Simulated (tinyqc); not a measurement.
Comparisons within one model: five-level k.p model folded onto the conduction band. A value that a table varies takes the place of the one given here.

For k along z and one spin sector the level c couples to four states. With c0 = hbar^2/2m0, P = sqrt(Ep c0), P2 = sqrt(Ep2 c0): diagonal Eg + (1 + Cm) c0 k^2 for c, and 0, -Dso, E7 + D2, E7 for lh, so, G8 up, G7 up (their own dispersion is left out); couplings of c: sqrt(2/3) P k to lh, sqrt(1/3) P k to so, sqrt(2/3) P2 k to G8 up, sqrt(1/3) P2 k to G7 up (phases chosen real).

Expanding E = H_cc + S(E) about Eg in powers of k^2, with s_n = sum_j H_cj^2/(Eg - H_jj)^n: order k^2: e2 = (1 + Cm) c0 k^2 + s1; order k^4: e4 = -s2 e2; order k^6: e6 = s3 e2^2 + s2^2 e2.

Second-order sums for the lowest conduction level at E: 1/m = 1 + Cm + (Ep/3)(2/E + 1/(E + Dso)) - (Ep2/3)(2/(E7 + D2 - E) + 1/(E7 - E)); g/2 = 1 + Cg - (Ep/3)(1/E - 1/(E + Dso)) - (Ep2/3)(1/(E7 - E) - 1/(E7 + D2 - E)). E is counted from the top of the valence band; E = Eg at the edge.

Constants: hbar^2/2m0 = 3.80998211 eV angstrom^2.

Inputs chosen for the exercise (near those of InAs; shifted at random, so the results belong to these values and not to a real crystal): Eg = 0.395 eV (gap at Gamma to the s-like level); Dso = 0.393 eV (spin-orbit splitting); Ep = 21.9 eV (Kane energy); E7 = 4.57 eV (upper Gamma7 conduction level, from the valence top); D2 = 0.17 eV (its spin-orbit splitting, Gamma8 above Gamma7); Ep2 = 4.8 eV (Kane energy to the upper levels); Cm = -2 (remote term in 1/m); Cg = 0 (remote term in g/2).

## How far the series holds

Energies from Eg; Pk/Eg measures the coupling.

Levels (eV):
```
k (1/angstrom)  Pk/Eg  to k^2   to k^4  to k^6   exact
0.0065          0.150  0.0071   0.0070  0.0070  0.0070
0.0148          0.342  0.0368   0.0336  0.0341  0.0340
0.0232          0.537  0.0904   0.0709  0.0793  0.0764
0.0315          0.728  0.1667   0.1002  0.1532  0.1276
0.0398          0.920  0.2662   0.0966  0.3123  0.1843
0.0482          1.115  0.3904   0.0255  0.7062  0.2451
0.0565          1.307  0.5364  -0.1525  1.6134  0.3071
0.0649          1.501  0.7078  -0.4916  3.5648  0.3712
```

Within 2 % of the exact level stay: the k^2 term up to Pk/Eg = 0.15, the sum to k^4 up to Pk/Eg = 0.34, the sum to k^6 up to Pk/Eg = 0.34. In the last row the errors are +337, -863 and +3194 meV: higher orders make it worse, since the series in k^2 converges only for Pk below about Eg/2 in the two-level limit E = Eg/2 + sqrt(Eg^2/4 + P^2 k^2).

## Mass and g factor above the band edge

The sums are evaluated at E = Eg + dE, as is done for confined or hot electrons.

Results:
```
dE (meV)    m(E)     g(E)  m(E)/m(Eg)  1 + dE/Eg
0         0.0227  -16.464      1.0000     1.0000
9         0.0232  -15.850      1.0215     1.0228
24        0.0240  -14.895      1.0575     1.0608
47        0.0252  -13.577      1.1126     1.1190
71        0.0265  -12.365      1.1702     1.1797
95        0.0278  -11.293      1.2280     1.2405
142       0.0304   -9.521      1.3415     1.3595
```

Over 142 meV the mass grows by 34.1 %, against 35.9 % for two levels alone, and g moves from -16.464 to -9.521, towards the free value 2.

## Six materials (three-level Kane formulas for mass and g factor)

1/m = 1 + (Ep/3)(2/Eg + 1/(Eg + Dso)), g = 2 - (2 Ep/3)(1/Eg - 1/(Eg + Dso)). The inputs are values chosen for the exercise.

Results:
```
case         Eg (eV)  Dso (eV)  Ep (eV)  m (m0)        g   Eg/Ep
A near CdTe    1.580     0.903     18.9  0.0869   -0.900  0.0836
B near InAs    0.422     0.397     21.4  0.0230  -14.388  0.0197
C near GaSb    0.797     0.753     27.4  0.0335   -9.134  0.0291
D near Ge      0.890     0.292     26.6  0.0352   -2.922  0.0335
E near InP     1.400     0.109     20.7  0.0648    1.288  0.0676
F near ZnSe    2.832     0.399     23.8  0.1104    1.308  0.1190
```

The mass follows the gap: m/(Eg/Ep) lies between 0.93 and 1.17, while m itself spans a factor of 4.8. The order by mass equals the order by gap. g is negative for A, B, C and D; it needs Ep Dso > 3 Eg (Eg + Dso). Where g is small, two larger terms cancel: 5 % in Ep moves g by (2 - g)/20, and the levels left out move it by tenths. Remote bands, left out here, make real masses heavier, by up to a half in the wider-gap crystals. All rows are for the Gamma valley, which is not the lowest one in GaP and Ge.

## What each parameter does

Mass and g at E = Eg. Each row changes one parameter from the base and keeps the others.

Results:
```
case             m (m0)         g
base            0.02267  -16.4641
Eg = 0.435 eV   0.02485  -13.9609
Dso = 0.432 eV  0.02290  -17.3378
Ep = 24.09 eV   0.02052  -18.3075
E7 = 5.027 eV   0.02262  -16.4586
D2 = 0.187 eV   0.02267  -16.4670
Ep2 = 4.32 eV   0.02262  -16.4611
```

The largest shifts from the base row, up to three for each result and ties (the steps differ in size, so this ranks the rows, not the parameters). m (m0): Eg +0.00217, Ep -0.00215, Dso +0.00023; unchanged at the printed digits by D2. g: Eg +2.5032, Ep -1.8434, Dso -0.8737.

(tinyqc, `OMP_NUM_THREADS=1 python tinyqc.py 1050360 1050361 out.jsonl`, Intel(R) Xeon(R) Processor @ 2.30GHz, 1 thread, shared host, about 0.01 s.)
